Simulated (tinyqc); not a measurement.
## Resistance of a tapered via with liner, size effect and interface: via resistance against the interface resistivity at the bottom

A round via whose diameter grows from db at the bottom as D(z) = db + 2 z/tan(ang). The fill, of diameter D - 2 tl, starts above the bottom liner (thickness fb tl) and has rho = rho0 (1 + ks lam/(D - 2 tl)); the sidewall liner conducts in parallel with it. The bottom liner and the interface are crossed over the full area pi db^2/4. Spreading in the lines above and below is left out.

Slices between z0 = fb tl and hv, evaluated at their midpoints: conductance per length pi/4 [(D - 2 tl)^2/rho + (D^2 - (D - 2 tl)^2)/rl], slice resistance = slice height over that. 2000 slices. R_fill = sum of the slices; R_bottom = rl fb tl/(pi db^2/4); R_interface = ri/(pi db^2/4); ballistic (Sharvin) limit 1/(Sb pi (db - 2 tl)^2/4); ideal cylinder rho0 hv/(pi db^2/4).

Inputs (values chosen for the exercise); fill metal close to copper: diameter at the bottom db = 29 nm; height hv = 46 nm; sidewall angle ang = 88 degrees; bulk resistivity of the fill rho0 = 1.63 uohm cm; mean free path of the fill lam = 39.5 nm; size-effect factor ks = 1.4; liner on the sidewall tl = 2.4 nm; liner at the bottom over that on the sidewall fb = 0.5; resistivity of the liner rl = 550 uohm cm; ballistic conductance per area, about 3/(4 rho0 lam) Sb = 1.1e15 S/m^2.

The same in every row: R_fill (ohm) = 4.3792; R_bottom (ohm) = 9.9921; ballistic limit (ohm) = 1.9765.

Result of one run:
```
ri (ohm cm^2)  R_interface (ohm)  R (ohm)  R over ideal cylinder  largest part
1e-12                    0.15140   14.523                 12.793  bottom liner
```

What becomes of these results when the interface resistivity at the bottom ri is changed from 1e-12 to 3e-11 ohm cm^2, all else the same?

Result of the changed run:
```
ri (ohm cm^2)  R_interface (ohm)  R (ohm)  R over ideal cylinder  largest part
3e-11                     4.5419   18.913                 16.661  bottom liner
```

The whole series:
```
ri (ohm cm^2)  R_interface (ohm)  R (ohm)  R over ideal cylinder  largest part
2e-13                   0.030279   14.402                 12.687  bottom liner
5e-13                   0.075698   14.447                 12.727  bottom liner
1e-12                    0.15140   14.523                 12.793  bottom liner
2e-12                    0.30279   14.674                 12.927  bottom liner
6e-12                    0.90838   15.280                 13.460  bottom liner
1e-11                     1.5140   15.885                 13.994  bottom liner
3e-11                     4.5419   18.913                 16.661  bottom liner
```

R rises from 14.4 to 18.9 ohm. The bottom liner is the largest part at ri = 2e-13 and in all other rows. The share of the two bottom terms goes from 69.6 to 76.8 %.

Numbers from tinyqc (`OMP_NUM_THREADS=1 python tinyqc.py 2750085 2750086 out.jsonl`; about 0.01 s on one thread of a shared Intel Xeon 2.30GHz).
